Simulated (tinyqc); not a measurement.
Speciation in dilute and buffered hydrofluoric acid, oxide etch rate and bath loading. Which input was changed? Computed by tinyqc, a small Python program. Command: `OMP_NUM_THREADS=1 python tinyqc.py 3120496 3120497 out.jsonl hfetch which`. One thread of a shared host (Intel(R) Xeon(R) Processor @ 2.30GHz), about 0.03 s of CPU time with the checks.

Concentrations stand for activities, NH4+ and Cl- are spectators, and water ionisation is neglected. H, F and HF2 denote the ions H+, F- and HF2-. The base temperature is 298 K.

Inputs (values chosen for the exercise, of the order of those for thermal oxide at room temperature):

| quantity | value | unit |
|---|---|---|
| HF added | 0.13 | mol/L |
| NH4F added | 0.43 | mol/L |
| HCl added | 0 | mol/L |
| K1 = [H][F]/[HF] | 0.000706 | mol/L |
| K2 = [HF2]/([HF][F]) | 4.45 | L/mol |
| K3 = [H2F2]/[HF]^2 | 0 | L/mol |
| rate constant of neutral HF k_a | 17 | nm L/(min mol) |
| rate constant of HF2 k_b | 59 | nm L/(min mol) |
| activation energy | 0.39 | eV |
| temperature error | 2.9 | K |
| oxide removed per wafer | 39 | nm |

Constants: k_B = 8.617333262e-05 eV/K.

Method:
- Fluoride balance: [HF] + [F] + 2 [HF2] + 2 [H2F2] = HF added + NH4F added. Acid balance: [H] + [HF] + [HF2] + 2 [H2F2] = HF added + HCl added. For a trial [H], [HF] = [H][F]/K1, and the fluoride balance is a quadratic in [F].
- The root is refined to 1e-13 in pH = -log10 [H].
- Rate = k_a ([HF] + 2 [H2F2]) + k_b [HF2], an empirical two-term form.
- Time = oxide/rate; a temperature error changes the rate by exp((E_a/k_B)(1/298 - 1/(298 + error))) - 1.

Problem. One of these inputs alone was changed, within the range given: HF added (0.065 to 0.26); NH4F added (0.215 to 0.86); K2 = [HF2]/([HF][F]) (2.225 to 8.9); rate constant of HF2 k_b (29.5 to 118). Which one, and to what value?

Results:

| run | etch rate (nm/min) | share of HF2 in the rate (%) | [HF2] (mol/L) |
|---|---|---|---|
| before | 5.534147 | 84.42262 | 0.07918766 |
| after | 4.615570 | 81.32245 | 0.07918766 |

Solution.

Each candidate set to reproduce etch rate, and what it then gives:

| candidate | range searched | value needed | share of HF2 in the rate (%) | [HF2] (mol/L) |
|---|---|---|---|---|
| HF added (mol/L) | 0.065 to 0.26 | 0.1075 | 84.887 | 0.066407 |
| NH4F added (mol/L) | 0.215 to 0.86 | 0.2354 | 73.362 | 0.057391 |
| K2 = [HF2]/([HF][F]) (L/mol) | 2.225 to 8.9 | out of reach | - | - |
| rate constant of HF2 k_b (nm L/(min mol)) | 29.5 to 118 | 47.40 | 81.322 | 0.079188 |

Only rate constant of HF2 k_b fits every result: it went from 59 to 47.4 nm L/(min mol). The next best candidate, HF added, misses one result by 16 %.

Caution: at ionic strengths above about 0.5 mol/L activities differ much from concentrations, so pH and rates are only indicative.
